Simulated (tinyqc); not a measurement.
Potential-pH (Pourbaix) lines of a metal, its cation, its oxide and an oxyanion, with a complexing ligand: one step, computed by the program tinyqc. Command: `OMP_NUM_THREADS=1 python tinyqc.py 3031885 3031886 out.jsonl pourb walk`. One thread of a shared host (Intel(R) Xeon(R) Processor @ 2.30GHz), about 0.02 s of CPU time with the checks.

Potentials are against the standard hydrogen electrode; solids and water have unit activity; dG_f of M, H+ and the electron is zero; F = e N_A and s = R T ln(10)/F. The cation carries z = 2.

Problem. A complexing ligand. M2+ + 2e = M; MO + 2H+ + 2e = M + H2O; MO2(2-) + 4H+ + 2e = M + 2H2O. For each, E0 = -dG/(z F), and E = E0 + (s/z) log10 a - (s n_H/z) pH, with no activity term for the oxide. The free ligand is c_L/(1 + 10^(pKa - pH)) (ligand in excess); dissolved metal is a in all, so the free cation is a/alpha, alpha = 1 + beta [L]; the cation line drops by (s/z) log10 alpha.

Inputs (values chosen for the exercise, modelled on cobalt): temperature T = 298.15 K; log10 of the dissolved activity a = -5; pH = 7.7; log10 of the stability constant beta of ML = 6.4; pKa of HL = 9.7; total ligand c_L = 0.11 mol/L.

Species: M, M2+, MO, MO2(2-).

E0 (V): cation -0.280872, oxide 0.107944, oxyanion 1.005645

s = 0.05915935 V

Give: free ligand; log10 alpha; cation line with ligand; that line less the oxide line.

Solution.

free ligand = 0.0010891 mol/L

log10 alpha = 3.4372

cation line with ligand = -0.53044 V

that line less the oxide line = -0.18286 V
